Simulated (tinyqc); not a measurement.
# Worked calculation: voltage acceleration of oxide breakdown, four models on the same data

Program tinyqc, `OMP_NUM_THREADS=1 python tinyqc.py 2070005 2070006 out.jsonl`; Intel Xeon 2.30GHz, shared host, one thread, about 0.01 s. Printed values are rounded.

Field E = V/tox in MV/cm. Models: ln(t63/1 s) = a - c X with X = E (E model), -1/E (1/E model), ln V (power law, c the exponent n) or sqrt(E).

Inputs (values chosen for the exercise): oxide thickness tox = 7.6 nm; use voltage Vu = 4.1 V; stress temperature Ts = 423 K; use temperature Tu = 378 K; activation energy Ea = 0.66 eV; factor for area and percentile ks = 0.00055.

Constants: q = 1.602176634e-19 C, kB = 1.380649e-23 J/K. Results are converted to the units shown.

Range of the model: All four laws are empirical fits; none is established far below the stress range.

## Fitting the models

```
stress  V (V)  t63 (s)
0        7.17  9.109e5
1        8.12     3700
2        9.33    16.89
```

The three stress times were made with the 1/E model, c = 444, and are treated as data. For each model fit ln t63 on X by least squares over the three points.

```
model          c          a  largest misfit in ln t63 (0: below 0.002)
E       3.813524   49.43437                                  0.4737869
1/E     443.9963  -33.34019                                  0.0000000
power   41.32603   95.00483                                  0.2383833
sqrt E  25.13448   90.72915                                  0.3567055
```

The worst misfit of any model is 0.47 in ln t63, a factor of 1.61 in time, comparable to the scatter of t63 from small samples, so such data hardly tell the models apart.

## Projection to use conditions

Project to Vu, multiply by exp[(Ea q/kB)(1/Tu - 1/Ts)] and by ks; ten years are 3.15576e8 s. The largest voltage for ten years solves the same relation for V.

temperature factor = 8.632349

```
model   lifetime (years)  largest voltage for ten years (V)
E               514.9189                           4.885489
1/E          2.761351e11                           5.791901
power         1.298778e6                           5.451553
sqrt E          16864.42                           5.210105
```

The lifetimes span 8.73 decades, from the E model (most cautious) to the 1/E model; the allowed voltage spans 4.89 to 5.79 V. 4 of the four models pass ten years at Vu. Lifetimes beyond a thousand years are formal extrapolations.
